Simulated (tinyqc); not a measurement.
# Capacitances against the relative permittivity between the lines

Endless row of lines of width wl, height tl and space sl between grounded planes at distance hd; e2 fills the gaps beside the lines, e1 the rest. Laplace's equation is solved on meshes of 3, 6 and 12 steps per unit u and extrapolated (Aitken), which is good to about 0.2 %. C_even (all lines at 1 V) is the capacitance Cg to the planes; C_odd (neighbours in antiphase) = Cg + 4 Cc if only nearest neighbours couple, which defines Cc; total with quiet neighbours Cg + 2 Cc. Plate values 2 eps0 e1 wl/hd and eps0 e2 tl/sl.

Values chosen for this exercise:
- e1 = 2.4 (relative permittivity above and below the lines)
- wl = 6 u (line width, in units u)
- tl = 12 u (line height)
- sl = 8 u (space between lines)
- hd = 4 u (distance to each plane)

Constants: eps0 = 8.8541878128e-12 F/m. Results are converted to the units shown.

The same in every row: plate Cg (aF/um) = 63.8.

Result of one run:
```
Cg (aF/um)	Cc (aF/um)	Cg + 2 Cc (aF/um)	C_odd (aF/um)	plate Cc (aF/um)	share of coupling, 2 Cc/(Cg + 2 Cc) (%)
123	23.6	170	217	26.6	27.8
```

Which relative permittivity between the lines e2 gave this result: 1, 2, 2.5 or 3.9?

e2 = 2.

The whole series:
```
e2	Cg (aF/um)	Cc (aF/um)	Cg + 2 Cc (aF/um)	C_odd (aF/um)	plate Cc (aF/um)	share of coupling, 2 Cc/(Cg + 2 Cc) (%)
1	114	11.7	138	161	13.3	17.0
1.5	119	17.6	154	189	19.9	22.8
2	123	23.6	170	217	26.6	27.8
2.5	125	29.7	185	244	33.2	32.2
3	128	35.9	199	271	39.8	36.1
3.9	131	47.3	225	320	51.8	42.0
5	133	61.4	256	379	66.4	48.0
7	137	87.4	311	486	93.0	56.1
```

As e2 goes from 1 to 7, Cg rises from 114 to 137 aF/um, Cc rises from 11.7 to 87.4 aF/um and the share of coupling rises from 17.0 to 56.1 %. Cg is 1.80 times its plate value in the first row and 2.14 times in the last; for Cc the ratios are 0.884 and 0.940. Neighbours in antiphase raise the load by a factor of 1.17 and 1.56 over quiet ones.

Program tinyqc, `OMP_NUM_THREADS=1 python tinyqc.py 2790190 2790191 out.jsonl`; Intel Xeon 2.30GHz, shared host, one thread, about 0.9 s.
